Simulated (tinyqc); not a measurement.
# Worked calculation: piezoresistors in the (001) plane of a cubic crystal

Numbers from tinyqc (`OMP_NUM_THREADS=1 python tinyqc.py 2530029 2530030 out.jsonl`; about 0.01 s on one thread of a shared Intel Xeon 2.30GHz). Printed values are rounded.

Plane stress in crystal axes x = [100], y = [010]. First-order piezoresistance: d rho_xx/rho = p11 sxx + p12 syy, d rho_yy/rho = p12 sxx + p11 syy, d rho_xy/rho = p44 sxy; a resistor along d = (cos th, sin th) changes by dR/R = d.(d rho/rho).d. Changes of geometry and second-order terms are left out.

Parameters, values chosen for the exercise; coefficients close to those of lightly doped p-type silicon:

| symbol | value | unit | meaning |
|---|---|---|---|
| p11 | 6.21 | x 1e-11/Pa | piezoresistive coefficient |
| p12 | -1.12 | x 1e-11/Pa | piezoresistive coefficient |
| p44 | 142 | x 1e-11/Pa | piezoresistive coefficient |
| th | 22.5 | deg | angle of the current from [100] |
| Sx | -111 | MPa | stress sxx |
| Sy | 182 | MPa | stress syy |
| St | -32 | MPa | shear stress sxy |
| Vb | 3.3 | V | bridge supply |
| E | 170 | GPa | Young's modulus along [110] |

## Change of the resistivity tensor

As in the introduction.

d rho/rho (%):
```
          x         y
x  -0.89315  -4.54400
y  -4.54400   1.25454
```

## Resistors at th and th + 90 degrees, and the bridge

dR/R = d.(d rho/rho).d. A full bridge with two resistors of each kind in opposite arms gives Vout = Vb (a - b)/(2 + a + b), a and b the two dR/R.

dR/R at th = -3.79172 %
dR/R at th + 90 = 4.15311 %
Vout = -130.853 mV

## Longitudinal and transverse coefficients

For uniaxial stress along or across the current: pL = p11 - (A/2) sin^2(2 th), pT = p12 + (A/2) sin^2(2 th), A = p11 - p12 - p44. Gauge factor along [110]: E (p11 + p12 + p44)/2.

A = -134.670 x 1e-11/Pa
pL = 39.8775 x 1e-11/Pa
pT = -34.7875 x 1e-11/Pa
gauge factor = 125.026
